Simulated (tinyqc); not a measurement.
Inside a calculation. Model: switching kinetics of a ferroelectric film and the memory window of a ferroelectric gate stack. Computed by tinyqc, a small Python program that keeps every step. Command: `OMP_NUM_THREADS=1 python tinyqc.py 3020269 3020270 out.jsonl feswitch walk`. One thread of a shared host (Intel(R) Xeon(R) Processor @ 2.30GHz), about 0.02 s of CPU time with the checks. Intermediate numbers are printed to about 5 digits and carried at full precision; extremes and crossings named in words are read from the listed rows.

Fields in MV/cm; 1 microcoulomb/cm^2 over eps_0 is 11.29409 MV/cm. In the stack (metal, ferroelectric, interlayer, channel) the channel is taken as a conductor.

Inputs (values chosen for the exercise, for a model hafnia-based film):
```
quantity                                   value               unit
saturation polarisation P_s                   40  microcoulomb/cm^2
ratio P_r/P_s                               0.88                  -
coercive field E_c                           1.2              MV/cm
permittivity of the ferroelectric eps_F       33                  -
thickness t_F                                 19                 nm
permittivity of the interlayer eps_I         7.5                  -
interlayer thickness t_I                     1.6                 nm
share s of P screened by trapped charge     0.91                  -
pulse height V                               6.8                  V
time constant t_inf                      1.9e-11                  s
activation field E_a                         5.3              MV/cm
Merz exponent alpha                            2                  -
dimension n                                    2                  -
half width w of log10 t                     0.92                  -
pulse length t_p                         0.00052                  s
breakdown field of the interlayer             16              MV/cm
```

Kinetics: nucleation-limited (NLS).

## The hysteresis loop

Saturated branches: P(E) = P_s tanh[(E -/+ E_c)/(2 delta)], delta = E_c/ln[(1 + P_r/P_s)/(1 - P_r/P_s)]; D = P + eps_0 eps_F E.

delta = 0.43612 MV/cm

P on both branches (microcoulomb/cm^2) at E/E_c = -3, -2, -1, -0.5, 0, 0.5, 1, 1.5, 2, 3:
```
E (MV/cm)  rising branch  falling branch
-3.6             -39.999         -39.675
-2.4             -39.979         -35.200
-1.2             -39.675           0.000
-0.6             -38.730          23.865
0.0              -35.200          35.200
0.6              -23.865          38.730
1.2                0.000          39.675
1.8               23.865          39.918
2.4               35.200          39.979
3.6               39.675          39.999
```

peak differential permittivity eps_F + P_s/(2 delta eps_0) = 550.93

## Memory window

At threshold the channel charge is negligible, so D = 0 on each branch: (1 - s) P(E) + eps_0 eps_F E = 0, with the screened share s. The rising branch has the root E0 between 0 and E_c; window = 2 E0 t_F; its upper bound is 2 E_c t_F.

field E0 = 0.66917 MV/cm

memory window = 2.5429 V

bound 2 E_c t_F = 4.56 V

fixed-charge estimate 2 (1 - s) P_r t_F/(eps_0 eps_F) = 4.1201 V

Charge and coercive field both limit the window.

## Fields in the stack

Series stack: V = E_F t_F + E_I t_I and eps_I E_I = eps_F E_F + (1 - s) P/eps_0. Before switching P = -P_r, after it P = +P_s; in retention V = 0 and P = +P_r.

E_F before switching = 2.9045 MV/cm

E_F after switching = 2.2783 MV/cm

E_I after switching = 15.446 MV/cm

depolarising field in retention = 0.29313 MV/cm

depolarising field over E_c = 0.24427

The interlayer reaches 97 % of its breakdown field.

## Switched share after the pulse

Merz's law: t1 = t_inf exp[(E_a/E)^alpha] at the mean of the fields before and after switching. NLS: switched share = integral of [1 - exp(-(t/tau)^n)] F(z) dz over z = log10 tau, with the Lorentzian F = (1/pi) w/[(z - log10 t1)^2 + w^2].

mean field = 2.5914 MV/cm

switching time t1 = 1.2457e-09 s

switched share = 0.94935

t_p is 420000 t1. A field higher by 10 % would shorten t1 by a factor 2.1. The step approximation 1/2 + arctan[log10(t_p/t1)/w]/pi gives 0.948.

## KAI against NLS in time

KAI: 1 - exp[-(t/t1)^n]. NLS: the same kernel averaged over the Lorentzian F = (1/pi) w/[(z - log10 t1)^2 + w^2] in z = log10 tau.

Switched share:
```
log10(t/t1)     KAI      NLS
-3.0         0.0000  0.09950
-2.0         0.0001  0.14790
-1.0         0.0100  0.26573
-0.5         0.0952  0.38288
-0.2         0.3284  0.47404
0.0          0.6321  0.53832
0.2          0.9189  0.60044
0.5          1.0000  0.68168
1.0          1.0000  0.77665
2.0          1.0000  0.86841
3.0          1.0000  0.90828
```

KAI goes from 10 to 90 % within 0.67 decades of time; a Lorentzian of this width needs about 2 w tan(0.4 pi) = 5.7 decades. Three decades after t1, 9.2 % of the NLS film has not switched, and three decades before it 9.9 % already has: the tails set write margins and disturb errors.

## Interlayer thickness

Series stack: V = E_F t_F + E_I t_I and eps_I E_I = eps_F E_F + (1 - s) P/eps_0. E_I is for P = +P_s at the pulse height, the depolarising field for P = +P_r at V = 0; V needed puts E_F = 1.5 E_c after switching.

Stack against t_I:
```
t_I (nm)  E_F after (MV/cm)  E_I (MV/cm)  depolarising field / E_c  V needed (V)
0.3                  3.2664       19.793                   0.05869        3.8202
0.5                  3.0797       18.972                   0.09376        4.0871
0.8                  2.8270       17.860                   0.14123        4.4873
1.2                  2.5327       16.565                   0.19648        5.0209
1.6                  2.2783       15.446                   0.24427        5.5546
2.0                  2.0560       14.468                   0.28601        6.0882
3.0                  1.6067       12.491                   0.37039        7.4223
```

Each nanometre of interlayer costs 1.33 V, against 0.18 V for a nanometre of ferroelectric. The depolarising field grows from 0.06 to 0.37 E_c. At E_F = 1.5 E_c the interlayer carries (1.5 eps_F E_c + (1 - s) P_s/eps_0)/eps_I = 13.3 MV/cm whatever its thickness. Caution: rows with E_I above the breakdown field of the interlayer cannot be reached without charge injection.

Checks made by the program: the remanence (relative difference below 1e-10).
